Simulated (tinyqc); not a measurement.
Strain-driven roughening and islands of a mismatched epitaxial film. Changing the ripple wavelength over the critical one. Computed by tinyqc, a small Python program. Command: `OMP_NUM_THREADS=1 python tinyqc.py 3028254 3028255 out.jsonl island sweep`. One thread of a shared host (Intel(R) Xeon(R) Processor @ 2.30GHz), about 0.01 s of CPU time with the checks.

Film and substrate share isotropic elastic constants; the film is coherent and biaxially strained.

Inputs (values chosen for the exercise, for a model film):
```
quantity                                     value       unit
misfit |f|                                  0.0321          -
shear modulus G                               56.4        GPa
Poisson ratio nu                              0.26          -
surface energy gamma                          1.26      J/m^2
surface mobility D_s nu_s Omega^2/(k_B T)  2.7e-32  m^6/(J s)
initial ripple amplitude A0                  0.093         nm
```

Transport: surface diffusion.

Method. M = 2 G (1 + nu)/(1 - nu); stress = M f; energy density w = M f^2. A ripple A cos(k x) has the surface chemical potential per volume [gamma k^2 - 2 (1 + nu) w k] A cos(k x), so k_c = 2 (1 + nu) w/gamma. With surface diffusion the amplitude grows at the rate q = B k^2 [2 (1 + nu) w k - gamma k^2], fastest at k_m = (3/4) k_c. B is the surface mobility. Stress at the trough = stress x (1 + 2 k A).

One run for each value:
```
ripple wavelength over the critical one  q over the largest rate  k (1/nm)  stress concentration at A0
0.8                                                       -4.630    0.4948                       1.092
1.0                                                        0.000    0.3958                       1.074
1.3                                                        0.996    0.3045                       1.057
1.7                                                        0.795    0.2328                       1.043
2.2                                                        0.486    0.1799                       1.033
2.9                                                        0.255    0.1365                       1.025
3.7                                                        0.137    0.1070                       1.020
4.8                                                        0.068    0.0825                       1.015
6.2                                                        0.033    0.0638                       1.012
8.0                                                        0.016    0.0495                       1.009
```

Describe and explain the trends.

Over the rows, q over the largest rate goes from -4.63 through a maximum among these rows, 0.996 at 1.30, to 0.0162; k (1/nm) falls from 0.495 to 0.0495 (exponent d ln y / d ln x about -1.0 throughout); stress concentration at A0 falls from 1.09 to 1.01 (exponent d ln y / d ln x -0.076 between the first rows and -0.010 between the last). The rate is negative below the critical wavelength, where surface energy wins, and falls again at long wavelength, as k^3, since atoms must diffuse farther.

Extremes, crossings and ranges named in words are read from the listed rows.
